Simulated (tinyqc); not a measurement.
From results to parameters: diatomic chain. Computed by the program tinyqc.

Problem. A chain of two alternating masses has one spring constant k; at the zone edge omega^2 = 2k/M and 2k/m, and wavenumber = 521.4708 sqrt(omega^2) with omega^2 in eV/(angstrom^2 u). Find k, the heavier mass and the optical wavenumber at q = 0.

wavenumbers at the zone edge (cm^-1): 248.419922  497.335116
lighter mass = 37.600000 u

Solution. The upper value gives k = m omega^2/2, the ratio of the squares gives M/m, and at q = 0 omega^2 = 2k (1/m + 1/M), the sum of the two.

k = 17.100 eV/angstrom^2
heavier mass = 150.700 u
optical wavenumber at q = 0 = 555.9269 cm^-1
